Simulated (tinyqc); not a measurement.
Band offsets from two capacitances.

Problem. A p-n heterojunction (1: p-type, 2: n-type) in the depletion approximation obeys 1/C^2 = 2 (er1 N1 + er2 N2)(Vbi - V)/(q eps0 er1 er2 N1 N2), with Vbi = dEc + Eg1 - Vt ln(Nc2 Nv1/(N1 N2)), dEc = Ec2 - Ec1 and dEv = Eg2 - Eg1 - dEc. Find N2, Vbi, dEc and dEv.

Values chosen for this exercise; band and dielectric values close to those of InGaP and GaAs:
```
symbol    value   unit                                          meaning
T           300      K                                      temperature
Eg1        1.92     eV                           band gap of material 1
er1        11.7                     relative permittivity of material 1
Nv1     1.52e19  cm^-3     valence-band density of states of material 1
Eg2        1.44     eV                           band gap of material 2
er2        12.8                     relative permittivity of material 2
Nc2     4.47e17  cm^-3  conduction-band density of states of material 2
N1       1.4e16  cm^-3                   acceptor density of material 1
```

Constants: q = 1.602176634e-19 C, kB = 1.380649e-23 J/K, Vt = kB T/q, eps0 = 8.8541878128e-14 F/cm where lengths are in cm. Results are converted to the units shown.

C at V = -0.6 and -2.4 V (nF/cm^2): [19.465709, 14.391921]

Solution. The slope of 1/C^2 against -V is (2/(q eps0)) (1/(er2 N2) + 1/(er1 N1)), which gives N2; the intercept is Vbi, and the offsets follow.

N2 = 3.10e16 cm^-3
Vbi = 1.57 V
dEc = -0.100 eV
dEv = -0.380 eV

Program tinyqc, `OMP_NUM_THREADS=1 python tinyqc.py 2040145 2040146 out.jsonl`; Intel Xeon 2.30GHz, shared host, one thread, about 0.03 s.
